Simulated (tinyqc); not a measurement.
Range and order of the fit: effective mass of the heavy-hole band from tabulated energies.

c = hbar^2/2m0.
Constants: hbar^2/2m0 = 3.80998211 eV angstrom^2.

Energies along [110], from the band edge downward:
```
k (1/angstrom)   E (meV)
0.000000         0.00000
0.008900         0.68980
0.017800         2.75390
0.026700         6.17690
0.035600        10.93270
0.044500        16.98510
0.053400        24.28780
0.062300        32.78460
0.071200        42.40990
```

reference mass (curvature of the model at k = 0.0001 1/angstrom) = 0.437238 m0

Least-squares fits of E = a k^2 (+ b k^4 + d k^6) over points 1 to n, and the line y = c k^2/E against E; errors of m against the reference.

Results:
```
n  E at point n (meV)  one term (%)  two terms (%)  three terms (%)  line (%)  rms residual, one term (meV)
3                 6.2          0.51           0.00             0.00      0.00                         0.005
4                10.9          0.87           0.00             0.00      0.00                         0.015
5                17.0          1.33           0.00             0.00     -0.01                         0.035
6                24.3          1.88           0.00             0.00     -0.01                         0.070
7                32.8          2.53           0.01             0.00     -0.02                         0.126
8                42.4          3.29           0.01             0.00     -0.04                         0.210
```

What does the comparison show?

The error of the parabola goes from +0.51 to +3.29 % as the range widens, and at n = 8 its residual, 0.21 meV, is only 0.5 % of the top energy: a small residual does not vouch for the mass. Over the full range (n = 8) the best form is three terms (0.00 %); the line errs by 0.00 % at n = 3 and -0.04 % at n = 8. Without scatter, a narrower range or a second term is the cure: at n = 8 the errors are +3.29, +0.01 and 0.00 % for one, two and three terms. Three terms on three points interpolate exactly.

Computed by tinyqc, a small Python program: `OMP_NUM_THREADS=1 python tinyqc.py 1850806 1850807 out.jsonl` (the numbers bound the seed that draws the inputs); one thread of a shared host (Intel(R) Xeon(R) Processor @ 2.30GHz), about 0.01 s for the whole set of steps.
